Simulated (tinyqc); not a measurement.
## Donor binding, ionisation and the Mott limit: Freeze-out

Hydrogenic donor: Ry = (m0 q^3/(8 eps0^2 h^2)) me/eps_r^2 in eV, E0 = cc Ry, radius a = q/(8 pi eps0 eps_r E0), Mott density Nm = (0.26/a)^3. Below Nm the level sinks as Ed = E0 [1 - (N/Nm)^(1/3)]. Neutrality: Nc F12(eta) = N/(1 + 2 exp(eta + Ed/kB T)), F12(x) = (2/sqrt(pi)) int_0^infinity sqrt(u)/(1 + exp(u - x)) du.

Nc is given at 77 K and scales as T^1.5.

Values chosen for this exercise; band and dielectric values those of a made-up semiconductor:
- eps_r = 12.1 (relative permittivity)
- me = 0.295 m0 (mass in the hydrogenic formula, set independently of Nc)
- Nc = 2.87e18 cm^-3 (conduction-band density of states at 77 K)
- cc = 1 (ratio of the true binding energy to the hydrogenic one)
- N = 9.1e16 cm^-3 (donor density)

Constants: q = 1.602176634e-19 C, kB = 1.380649e-23 J/K, eps0 = 8.8541878128e-12 F/m, h = 6.62607015e-34 J s, m0 = 9.1093837015e-31 kg, Vt = kB T/q. Results are converted to the units shown.

Results:
```
T (K),eta,n (cm^-3),ionised (%),ln(n/T^0.75)
30,-4.7105,6.2621e15,6.8814,33.822
45,-4.0186,2.2907e16,25.172,34.815
60,-3.8453,4.1890e16,46.033,35.203
80,-3.8976,6.1230e16,67.285,35.367
110,-4.1554,7.6415e16,83.972,35.350
150,-4.5259,8.4150e16,92.472,35.213
300,-5.5054,8.9588e16,98.448,34.756
400,-5.9305,9.0212e16,99.134,34.547
```

Estimate the missing row, T = 220 K.

Computed row:
```
T (K),eta,n (cm^-3),ionised (%),ln(n/T^0.75)
220,-5.0547,8.8223e16,96.948,34.973
```

With this row back in the table: The ionised share rises from 6.88 to 99.1 %. Between the first two rows ln(n/T^0.75) has the slope -7.70 meV against q/kB T; deep freeze-out without compensation gives -Ed/2 = -8.56 meV, a limit that these rows do not reach, since a large share is already ionised.

Range of the model: A sharp level with degeneracy 2 overstates freeze-out near Nm, where the impurity band broadens and merges with the conduction band.

Program tinyqc, `OMP_NUM_THREADS=1 python tinyqc.py 2330080 2330081 out.jsonl`; Intel Xeon 2.30GHz, shared host, one thread, about 0.01 s.
